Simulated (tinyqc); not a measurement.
Capture against temperature: configuration-coordinate model of carrier capture at a defect.

Two parabolas of equal curvature k in one coordinate Q: with the carrier free at the band edge, U_f = k Q^2/2; with the carrier trapped, U_t = k (Q - dQ)^2/2 - ET. ER = k dQ^2/2, Huang-Rhys factor S = ER/hw, hw = 0.0646541 sqrt(k/M) eV for k in eV/angstrom^2 and M in u. The curves cross at a height Eb = (ER - ET)^2/(4 ER) above the free minimum.

Multiphonon factor for giving p = ET/hw phonons to the lattice: W = exp(-S (2 nb + 1)) ((nb + 1)/nb)^(p/2) I_p(x), nb = 1/(exp(hw/kT) - 1), x = 2 S sqrt(nb (nb + 1)), I_p the modified Bessel function. Classical limit: W = hw exp(-Eb/kT)/sqrt(4 pi ER kT). At T = 0: exp(-S) S^p/Gamma(p + 1).

Constants: kB = 8.617333262e-05 eV/K.

Parameters, chosen for this exercise (out of a larger set: of the size met at a DX centre in AlGaAs; not measured data): ET = 0.07 eV (thermal depth of the level below the band edge); ER = 0.63 eV (relaxation energy); hw = 0.01 eV (phonon energy of the mode).

The local activation energy is -d ln W/d(1/kT), by central differences with T changed by 1 %.

Against T:
```
T (K),kT/hw,log10 W,"log10 W, classical",activation energy (eV)
40,0.345,-14.048,-16.897,0.0636
60,0.517,-10.810,-11.759,0.0903
80,0.689,-8.787,-9.208,0.1019
120,1.034,-6.552,-6.683,0.1103
160,1.379,-5.382,-5.439,0.1123
220,1.896,-4.416,-4.439,0.1121
300,2.585,-3.737,-3.746,0.1099
400,3.447,-3.282,-3.286,0.1063
550,4.740,-2.926,-2.927,0.1002
```

log10 W at T = 0 = -18.468
Eb = 0.1244 eV

What can be read from this table?

At 40 K log10 W is -14.05, against -18.47 at T = 0 and -16.9 classically; at 550 K the two forms differ by 0.00. The activation energy read from an Arrhenius plot goes from 0.064 eV at 40 K to 0.100 at 550 K, with its largest value 0.112 at 160 K, against Eb = 0.124 eV; the classical form itself gives Eb - kT/2. A measured slope therefore understates the barrier.

Computed by tinyqc, a small Python program: `OMP_NUM_THREADS=1 python tinyqc.py 1482080 1482081 out.jsonl` (the numbers bound the seed that draws the inputs); one thread of a shared host (Intel(R) Xeon(R) Processor @ 2.30GHz), about 0.01 s for the whole set of steps.
